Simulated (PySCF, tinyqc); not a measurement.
CIS and TDHF on RHF in the sto-3g basis, for H3-, spin multiplicity 1, step by step. The basis has no diffuse functions, so it cannot describe the extra electron: this is an exercise in the method, not the real anion. The lowest restricted solution is unstable here: a spin-polarised one lies 0.1342 hartree lower (PySCF). One step of it, computed by the program tinyqc.

Problem. CIS matrix, singlets. A(ia,jb) = (e_a - e_i) d_ij d_ab + 2 (ia|jb) - (ij|ab).

orbital energies (hartree): [-0.102770, 0.471856, 0.703631]

Two-electron integrals over orbitals (pq|rs), unique and non-zero (hartree):
```
(11|11) 0.556249    (21|11) -0.045959   (21|21) 0.089448    (22|11) 0.458572
(22|21) 0.119012    (22|22) 0.709834    (31|11) 0.000181    (31|21) 0.000089
(31|22) -0.000484   (31|31) 0.183207    (32|11) 0.000130    (32|21) -0.000447
(32|22) -0.000359   (32|31) -0.080345   (32|32) 0.040525    (33|11) 0.567204
(33|21) -0.086095   (33|22) 0.406468    (33|31) 0.000262    (33|32) 0.000292
(33|33) 0.623706
```

Give: CIS matrix A, singlet.

Solution.

CIS matrix A, singlet (hartree), order 1>3, 2>3:
```
[[0.6056, -0.0746],
 [-0.0746, -0.0936]]
```
